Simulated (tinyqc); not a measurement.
Position of the support ring: thermal and gravitational stress in a wafer during furnace and rapid thermal processing, and the onset of slip. Computed by tinyqc, a small Python program. Command: `OMP_NUM_THREADS=1 python tinyqc.py 3002119 3002120 out.jsonl slip walk`. One thread of a shared host (Intel(R) Xeon(R) Processor @ 2.30GHz), about 0.01 s of CPU time with the checks.

A thin free disc in plane stress, isotropic; T(r) = T_centre + dT (r/R)^n with n = 2. Stress is positive in tension; sigma_SB = 5.670374419e-8 W/(m^2 K^4), g = 9.80665 m/s^2.

Inputs (values chosen for the exercise, modelled on silicon):

| quantity | value | unit |
|---|---|---|
| wafer radius R | 225 | mm |
| thickness t | 925 | micrometre |
| Poisson ratio nu | 0.23 | - |
| density rho | 2330 | kg/m^3 |

Method. Own weight q = rho g t on a ring of radius b R, x = r/R: moments of an edge-supported plate, M_r = q R^2 (3 + nu)(1 - x^2)/16 and M_t = q R^2 [(3 + nu) - (1 + 3 nu) x^2]/16, less the uniform moment inside the ring load, q R^2 [(1 - nu)(1 - b^2) - 2 (1 + nu) ln b]/8; stress at the lower face = 6 M/t^2.

Stress at the lower face (MPa):

| b | centre | radial at ring | hoop at ring | largest in size |
|---|---|---|---|---|
| 0.40 | -1.2060 | -1.4484 | -1.3328 | 1.4484 |
| 0.50 | -0.6262 | -1.0049 | -0.8243 | 1.0049 |
| 0.60 | -0.1261 | -0.6714 | -0.4114 | 0.6714 |
| 0.65 | 0.1037 | -0.5362 | -0.2311 | 0.5362 |
| 0.70 | 0.3235 | -0.4187 | -0.0649 | 0.4187 |
| 0.75 | 0.5350 | -0.3170 | 0.0892 | 0.5350 |
| 0.80 | 0.7399 | -0.2295 | 0.2327 | 0.7399 |
| 0.90 | 1.1344 | -0.0925 | 0.4925 | 1.1344 |
| 1.00 | 1.5147 | 0.0000 | 0.7222 | 1.5147 |

Among these rows the largest stress is least, 0.419 MPa, for a ring at 0.7 R, 3.6 times below edge support: the overhang balances the sag of the centre. All values scale as R^2/t.

Extremes, crossings and ranges named in words are read from the listed rows.
